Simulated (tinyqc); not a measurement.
Density of states of one tight-binding band on the simple cubic lattice: sweeps and comparisons. A value that a table varies takes the place of the one given here.

E(k) = -2 t (c1 + c2 + c3) - 4 t2 (c1 c2 + c2 c3 + c3 c1) with ci = cos(2 pi ki); k in fractions of the reciprocal vectors, mesh k_i = j/N with j = 0 .. N-1. Densities are per cell and per spin, so the band holds one state.

Each cube of the mesh, corners numbered 0 to 7 as the binary number (i j l), is cut into six tetrahedra around the diagonal 0-7: 0137, 0157, 0237, 0267, 0457, 0467. For corner energies e1 <= e2 <= e3 <= e4 and eij = ei - ej, the share of the tetrahedron below E is n = (E - e1)^3/(e21 e31 e41) for e1 < E < e2; n = [e21^2 + 3 e21 x + 3 x^2 - (e31 + e42) x^3/(e32 e42)]/(e31 e41) with x = E - e2 for e2 < E < e3; n = 1 - (e4 - E)^3/(e41 e42 e43) for e3 < E < e4; its density of states is g = dn/dE.

Gaussian broadening: g(E) = mean over the mesh of exp(-(E - E_k)^2/(2 sigma^2))/(sigma sqrt(2 pi)), n(E) = mean of erfc((E_k - E)/(sigma sqrt 2))/2.

Inputs chosen for the exercise: t = 2.36 eV (nearest hopping); t2 = -0.29 eV (second hopping); N2 = 12 (mesh points along each axis in this comparison); sigma = 1.18 eV (Gaussian width); E = 8.31 eV (energy at which the density is wanted).

## Three ways to the same curve

N = N2 here; the reference is the linear method with N = 36.

g(E) (1/eV):

| E (eV) | reference | linear tetrahedra | Gaussian, sigma | Gaussian, sigma/4 | reference n(E) |
|---|---|---|---|---|---|
| -8.105 | 0.034 | 0.033 | 0.035 | 0.030 | 0.055 |
| -5.530 | 0.072 | 0.074 | 0.062 | 0.054 | 0.183 |
| -2.956 | 0.065 | 0.066 | 0.065 | 0.077 | 0.359 |
| -0.381 | 0.060 | 0.062 | 0.060 | 0.083 | 0.520 |
| 2.193 | 0.057 | 0.058 | 0.056 | 0.069 | 0.672 |
| 4.768 | 0.037 | 0.037 | 0.039 | 0.037 | 0.801 |
| 7.343 | 0.024 | 0.024 | 0.025 | 0.030 | 0.877 |
| 9.917 | 0.017 | 0.017 | 0.018 | 0.034 | 0.929 |
| 12.492 | 0.011 | 0.011 | 0.011 | 0.019 | 0.965 |
| 15.066 | 0.007 | 0.006 | 0.007 | 0.006 | 0.989 |

Root-mean-square errors against the reference: 0.0010 for linear tetrahedra, 0.0031 for sigma and 0.0121 for sigma/4. The narrow Gaussian is worse than the wide one, because it resolves the separate mesh levels. The reference is highest at -5.530 eV of the energies listed, and half filling lies between -2.956 and -0.381 eV.

## Convergence with the mesh

At the energy E; the plain count is the share of mesh points below E; the reference is the linear method with N = 36.

Results:

| N | points | g linear | n linear | g Gaussian | n Gaussian | n plain count |
|---|---|---|---|---|---|---|
| 4 | 64 | 0.0203 | 0.9419 | 0.0054 | 0.8929 | 0.8906 |
| 6 | 216 | 0.0204 | 0.9154 | 0.0193 | 0.8946 | 0.9120 |
| 8 | 512 | 0.0212 | 0.9084 | 0.0258 | 0.8949 | 0.8887 |
| 12 | 1728 | 0.0210 | 0.9028 | 0.0207 | 0.8965 | 0.9010 |
| 16 | 4096 | 0.0209 | 0.9010 | 0.0212 | 0.8965 | 0.8933 |
| 20 | 8000 | 0.0209 | 0.9002 | 0.0213 | 0.8965 | 0.9024 |

reference n and g: 0.8991  0.0209

The linear n(E) stays within 0.002 of the reference from N = 16 on. The Gaussian g stays within 1 % of its last value from N = 16 on; it tends to the broadened curve, not the true one. At the last mesh it lies 0.000 1/eV from the reference g and the linear g 0.000. The plain count errs by +0.0033 at the last mesh.

## Critical points

The gradient vanishes at these points by symmetry; the signs of the eigenvalues of the second-derivative matrix give the type.

Critical points:

| point | k | E (eV) | positive | negative | type |
|---|---|---|---|---|---|
| Gamma | (0, 0, 0) | -10.6800 | 3 | 0 | minimum |
| X | (0.5, 0, 0) | -5.8800 | 2 | 1 | saddle |
| M | (0.5, 0.5, 0) | 3.5600 | 1 | 2 | saddle |
| R | (0.5, 0.5, 0.5) | 17.6400 | 0 | 3 | maximum |

Gamma is a minimum at -10.680 eV: its contribution to g starts as a square root. X is a saddle at -5.880 eV: g has a square-root kink there. M is a saddle at 3.560 eV: g has a square-root kink there. R is a maximum at 17.640 eV: its contribution to g ends as a square root.

## What moves the count of states

Linear method and Gaussian sum with N = 14. Each row changes one parameter from the base and keeps the others.

Results:

| case | n linear | g linear (1/eV) | n Gaussian | g Gaussian (1/eV) |
|---|---|---|---|---|
| base | 0.9018 | 0.0210 | 0.8966 | 0.0213 |
| t = 2.596 eV | 0.8862 | 0.0217 | 0.8810 | 0.0220 |
| E = 8.546 eV | 0.9067 | 0.0203 | 0.9015 | 0.0206 |
| sigma = 2.36 eV | 0.9018 | 0.0210 | 0.8895 | 0.0227 |
| t2 = -0.172 eV | 0.9086 | 0.0224 | 0.9028 | 0.0229 |

The largest shifts from the base row, up to three for each result and ties (the steps differ in size, so this ranks the rows, not the parameters). n linear: t -0.0156, t2 +0.0068, E +0.0049; unchanged at the printed digits by sigma. g linear (1/eV): t2 +0.0013, E -0.0008, t +0.0006; unchanged at the printed digits by sigma. n Gaussian: t -0.0156, sigma -0.0071, t2 +0.0063. g Gaussian (1/eV): t2 +0.0015, sigma +0.0014, E -0.0007, t +0.0007.

Computed by tinyqc, a small Python program: `OMP_NUM_THREADS=1 python tinyqc.py 1681053 1681054 out.jsonl` (the numbers bound the seed that draws the inputs); one thread of a shared host (Intel(R) Xeon(R) Processor @ 2.30GHz), about 0.2 s for the whole set of steps.
